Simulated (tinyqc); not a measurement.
Undoped gate-all-around wire MOSFET, analytic charge model: one step of the calculation.

An undoped round wire of radius R under an insulator shell and a surrounding gate; long channel, electrons only, n = ni exp((psi - V)/Vt) with V the quasi-Fermi potential (0 at the source, Vd at the drain), constant mobility, no quantisation. The radial Poisson equation gives n(r) = n(0)/(1 - (1 - b) r^2/R^2)^2 with b = Q0/(Q + Q0). Q is the electron charge per area of the wire surface.

Problem. Constants of the wire. ni = sqrt(Nc Nv) exp(-Eg/(2 Vt)), Eg in volts; Cox = eps0 eox/(R ln(1 + tox/R)); Q0 = 4 eps0 eps_r Vt/R; V0 = dphi + Vt ln[8 eps0 eps_r Vt/(q ni R^2)].

Values chosen for this exercise; material values close to those of silicon: temperature T = 293 K; band gap Eg = 1.12 eV; relative permittivity of the semiconductor eps_r = 11.5; conduction-band density of states at T Nc = 2.65e19 cm^-3; valence-band density of states at T Nv = 2.54e19 cm^-3; relative permittivity of the gate insulator eox = 4.08; insulator thickness tox = 2.7 nm; wire radius R = 6 nm; gate work function less that of the intrinsic body dphi = -0.1 V.

Constants: q = 1.602176634e-19 C, kB = 1.380649e-23 J/K, Vt = kB T/q, eps0 = 8.8541878128e-14 F/cm where lengths are in cm. Results are converted to the units shown.

Give: ni; Cox; Q0; V0.

Solution.

ni = 6.0492e9 cm^-3
Cox = 1.6204 uF/cm^2
Q0 = 171.39 nC/cm^2
V0 = 0.40989 V

Program tinyqc, `OMP_NUM_THREADS=1 python tinyqc.py 2460036 2460037 out.jsonl`; Intel Xeon 2.30GHz, shared host, one thread, about 0.02 s.
